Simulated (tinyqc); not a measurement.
# Band bending at a free surface with one surface level, surface photovoltage and Kelvin probe: two studies

n-type bulk, xi = Ec - EF = Vt ln(Nc/Nd), p0 = ni^2/Nd, ni = sqrt(Nc Nv) exp(-Eg/(2 Vt)), Eg in volts. b is the upward band bending, u = b/Vt. Space charge per area, in units of q: Qc = sign(b) sqrt((2 eps0 eps_r Vt/q) [(Nd + dn)(exp(-u) - 1) + Nd u + (p0 + dn)(exp(u) - 1)]), with dn the excess density under light (flat quasi-Fermi levels; 0 in the dark). The level holds -Ns f, f = 1/(1 + exp((xi + b - Es)/Vt)). Neutrality: Qc + Qf + (charge of the states) = 0.

Values chosen for this exercise; band and dielectric values close to those of silicon:
```
symbol    value   unit                                    meaning
T           300      K                                temperature
Eg         1.13     eV                                   band gap
eps_r      11.5                             relative permittivity
Nc       2.8e19  cm^-3     conduction-band density of states at T
Nv      2.63e19  cm^-3        valence-band density of states at T
Nd       5.7e16  cm^-3                              donor density
Qf            0  cm^-2       fixed positive charge at the surface
Ns       1.6e12  cm^-2  density of an acceptor-like surface level
Es         0.52     eV        its depth below the conduction edge
```

Constants: q = 1.602176634e-19 C, kB = 1.380649e-23 J/K, Vt = kB T/q, eps0 = 8.8541878128e-14 F/cm where lengths are in cm. Results are converted to the units shown.

Each table varies one quantity; the others keep the values above.

## Photovoltage against injection

Under chopped light the surface charge keeps its dark value, so b falls to bL with Qc(bL, dn) = Qc(b, 0); the photovoltage is b - bL.

Results:
```
dn (cm^-3),bL (V),photovoltage (mV),share of b removed (%)
6.4e7,0.3796,0.06925,0.01824
1.1e9,0.3786,1.142,0.3007
1.9e10,0.3671,12.64,3.329
3.3e11,0.3291,50.59,13.32
9.9e13,0.2126,167.1,44.02
1.7e15,0.1477,232.0,61.10
3e16,0.08190,297.8,78.43
5.2e17,0.02950,350.2,92.23
```

Estimate the missing row, dn = 5.7e12 cm^-3.

Computed row:
```
dn (cm^-3),bL (V),photovoltage (mV),share of b removed (%)
5.7e12,0.2744,105.3,27.73
```

With this row back in the table: The photovoltage rises from 0.0693 to 350 mV, towards the full b = 380 mV. Its steepest rise is 52.8 mV a decade (Vt ln 10 = 59.5 mV), and it reaches 92.2 % of b in the last row: even strong light does not flatten the bands fully, so a saturation reading understates b. For dn = 5.2e17 the injection is high, and a Dember voltage, left out here, adds to the signal.

## Pinning by the surface states

Same model as above.

b solves the neutrality condition in the dark.

Results:
```
Ns (cm^-2),b (V),xi + b (eV),Qc (cm^-2)
2.4e10,0.006688,0.1669,2.400e10
6.7e10,0.02022,0.1804,6.700e10
5.1e11,0.3070,0.4672,4.514e11
1.4e12,0.3748,0.5350,5.028e11
3.9e12,0.4078,0.5680,5.261e11
1.1e13,0.4362,0.5964,5.452e11
2.9e13,0.4613,0.6215,5.617e11
8.1e13,0.4874,0.6476,5.783e11
```

Estimate the missing row, Ns = 1.8e11 cm^-2.

Computed row:
```
Ns (cm^-2),b (V),xi + b (eV),Qc (cm^-2)
1.8e11,0.06876,0.2290,1.800e11
```

With this row back in the table: b rises from 0.00669 to 0.487 V. The level is over 95 % full (Qc near Ns - Qf) in the 3 rows with xi + b more than 3 Vt short of Es = 0.52 eV. Beyond that it empties, and between the last two rows b gains only 58.6 mV a decade.

Computed by the program tinyqc: `OMP_NUM_THREADS=1 python tinyqc.py 2430082 2430083 out.jsonl`, one thread of a shared Intel Xeon 2.30GHz, about 0.01 s for the whole run.
